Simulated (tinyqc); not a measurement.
Worked calculation: regular and subregular solution with a miscibility gap. Computed by tinyqc, a small Python program that keeps every step. Command: `OMP_NUM_THREADS=1 python tinyqc.py 3021177 3021178 out.jsonl regsol walk`. One thread of a shared host (Intel(R) Xeon(R) Processor @ 2.30GHz), about 0.02 s of CPU time with the checks. Intermediate numbers are printed to about 5 digits and carried at full precision; extremes and crossings named in words are read from the listed rows.

Per mole of mixing sites: G(x) = x (1 - x) [L0 + L1 (1 - 2x)] + R T [x ln x + (1 - x) ln(1 - x)], x the fraction of B.

Inputs (values chosen for the exercise, for a model alloy):
```
quantity                       value      unit
interaction L0                  16.5    kJ/mol
size misfit eta = d ln a/dx    0.037         -
asymmetry L1                     2.7    kJ/mol
temperature T                    848         K
overall fraction x0             0.36         -
coherency modulus Y              101       GPa
molar volume V_m                9.89  cm^3/mol
gradient coefficient kappa   1.3e-09       J/m
start value s0                  0.02         -
```

Source of L0: given.

Constants: R = 8.314462618 J/(mol K).

## Interaction parameter

L0 and eta are given.

L0 = 16.5 kJ/mol

eta = 0.037

## G, chemical potentials and activities

G' = L0 (1 - 2x) + L1 (1 - 6x + 6x^2) + R T ln[x/(1 - x)]; G'' = -2 L0 - 6 L1 (1 - 2x) + R T/[x (1 - x)]. mu_A = G - x G', mu_B = G + (1 - x) G', activity = exp(mu/(R T)).

G, G'' and activities at x = 0.02, 0.1, 0.2, 0.35, 0.5, 0.65, 0.8, 0.9, 0.98:
```
x     G (kJ/mol)  G'' (kJ/mol)  activity of A  activity of B
0.02     -0.3170        311.18         0.9814        0.26550
0.10     -0.6127         32.38         0.9305        0.80179
0.20     -0.6290          1.35         0.9086        0.93923
0.35     -0.6269         -6.87         0.9333        0.88179
0.50     -0.7621         -4.80         0.9877        0.81560
0.65     -0.9955          2.85         1.0036        0.80319
0.80     -1.1474         20.79         0.8515        0.84939
0.90     -1.0015         58.30         0.5526        0.91218
0.98     -0.4186        342.28         0.1350        0.98048
```

G'' is negative at 2 of the nine compositions (0.35, 0.5), where the solution is unstable.

## Critical point

The spinodal is G'' = 0, R T_s(x) = x (1 - x) [2 L0 + 6 L1 (1 - 2x)]; the critical point is its maximum.

critical composition x_c = 0.39386

critical temperature T_c = 1046.3 K

L1 > 0 moves the top of the gap to the A-rich side and raises it by 54.0 K over L0/(2 R).

## Spinodal at T

Solve G'' = 0 on each side of x_c.

spinodal x_s1 = 0.21090

spinodal x_s2 = 0.60661

## First Newton step for the common tangent

Common tangent: F1 = G'(x1) - G'(x2) = 0 and F2 = [G - x G'](x1) - [G - x G'](x2) = 0. Newton step: J = [[G''(x1), -G''(x2)], [-x1 G''(x1), x2 G''(x2)]], J dx = -F; a step that would leave 0 < x < 1 is halved until it stays inside. The start is x1 = s0, x2 = 1 - s0.

F (kJ/mol): F1 -23.200, F2 13.989

J (kJ/mol):
```
        1        2
1  311.18  -342.28
2   -6.22   335.43
```

new (x1, x2): 0.04928  0.93884

## Binodal by Newton steps

Stop when the step is below 1e-12, or when x1 and x2 meet within 1e-5; residuals under 1e-7 are shown as 0.

Iteration:
```
step       x1       x2  F1 (kJ/mol)  F2 (kJ/mol)
1     0.02000  0.98000  -2.3200e+01   1.3989e+01
2     0.04928  0.93884  -1.0597e+01   6.6577e+00
3     0.08525  0.87253  -3.7750e+00   2.5131e+00
4     0.10780  0.80698  -9.4882e-01   7.2182e-01
5     0.11007  0.76708  -1.5092e-01   1.3447e-01
6     0.10899  0.75522  -1.0598e-02   8.8888e-03
7     0.10894  0.75432  -5.5444e-05   4.6684e-05
8     0.10894  0.75432            0            0
9     0.10894  0.75432            0            0
```

solubility limit x1 = 0.10894

solubility limit x2 = 0.75432

Converged: the gap runs from 0.1089 to 0.7543, outside the spinodal as it must.

## Lever rule at x0

Inside the gap the B-rich phase has the fraction f = (x0 - x1)/(x2 - x1), and the gain is (1 - f) G(x1) + f G(x2) - G(x0); outside it one phase remains.

fraction f of the B-rich phase = 0.38901

free energy of decomposition = -186.76 J/mol

x0 lies inside the chemical spinodal: coherency strain aside, small waves of composition grow without a barrier.

## Fastest-growing wave

Linear Cahn-Hilliard theory, coherency strain left out, with energy density G/V_m + kappa (grad x)^2: the rate goes as -k^2 (G''/V_m + 2 kappa k^2), so k_c^2 = -G''/(2 kappa V_m), the fastest wave has k_m = k_c/sqrt(2) and length 2 pi/k_m.

G''(x0) = -6.9342 kJ/mol

k_c = 0.51929 1/nm

fastest wavelength = 17.111 nm

## Coherent spinodal

If the lattice stays coherent, G'' gains 2 eta^2 Y V_m (eta = d ln a/dx, Y the biaxial modulus, E/(1 - nu) if isotropic), which is L0 replaced by L0 - eta^2 Y V_m (1 GPa cm^3/mol = 1 kJ/mol); the program reports 0 if the result is below its cutoff 3.5 |L1|.

eta^2 Y V_m = 1.3675 kJ/mol

top of the coherent spinodal = 967.99 K

Coherency strain lowers the top by 78 K.

## The phase diagram

For this table each start is x_s1/6 and 1 - (1 - x_s2)/6. The dilute estimate of x1 is exp(-(L0 + L1)/(R T)).

Binodal and spinodal:
```
T (K)  binodal x1  spinodal x_s1  spinodal x_s2  binodal x2  dilute estimate of x1
419     0.0042016       0.081457        0.81256     0.97900              0.0040409
523      0.013409        0.10635        0.76716     0.94956               0.012090
628      0.030899        0.13455        0.71968     0.90481               0.025296
732      0.059055        0.16678        0.66953     0.84447               0.042652
837       0.10308        0.20618        0.61306     0.76416               0.063359
942       0.17455        0.25902        0.54402     0.65369               0.086172
1004      0.24750        0.30658        0.48727     0.55683                0.10026
```

The dilute estimate is 0.96 of x1 at the lowest T and 0.41 at the highest: it drops the pull of the other solutes and the impurity of the second phase. Near the top the binodal is 1.71 times as wide as the spinodal; the mean-field limit at T_c is sqrt(3) = 1.73. The gap is lopsided: at the lowest T, A dissolves 0.0042 of B and B dissolves 0.021 of A.

Checks made by the program: binodal against the lower hull of G on 40001 points (relative difference 2e-05).
